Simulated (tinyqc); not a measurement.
Chemically amplified photoresist: aerial image, acid generation, bake, development and line width: one step, computed by the program tinyqc. Command: `OMP_NUM_THREADS=1 python tinyqc.py 3023881 3023882 out.jsonl resist walk`. One thread of a shared host (Intel(R) Xeon(R) Processor @ 2.30GHz), about 0.02 s of CPU time with the checks.

Lines and spaces of pitch p with a two-beam-like image; x = 0 is the middle of the bright space. The resist is positive and treated as uniform in depth.

Question. Acid image and its blur. Dose E(x) = E [1 + c cos(2 pi x/p)]; acid h = 1 - exp(-C E(x)). Bake: the acid image is blurred by a Gaussian of variance sigma^2 = 2 D t (each Fourier term k of h, taken on 64 points, is multiplied by exp(-4 pi^2 k^2 D t/p^2)). Cosine coefficients: h(x) = sum_k h_k cos(2 pi k x/p).

Inputs (values chosen for the exercise, for a model resist at 248 nm):
```
quantity            value     unit
pitch p               280       nm
image contrast c     0.87        -
mean dose E            11  mJ/cm^2
Dill parameter C     0.02  cm^2/mJ
acid diffusivity D     10   nm^2/s
bake time t            60        s
```

Give: diffusion length sigma = sqrt(2 D t); h_0 to h_4 before the bake; h_0 to h_4 after the blur; blur factor of the first harmonic.

Answer.

diffusion length sigma = sqrt(2 D t) = 34.64 nm

h_0 to h_4 before the bake: 0.1901  0.1543  -0.0074  0.0002  0.0000

h_0 to h_4 after the blur: 0.1901  0.1141  -0.0022  0.0000  0.0000

blur factor of the first harmonic = 0.7392

sigma/p = 0.124; the blur keeps 74 % of the modulation.
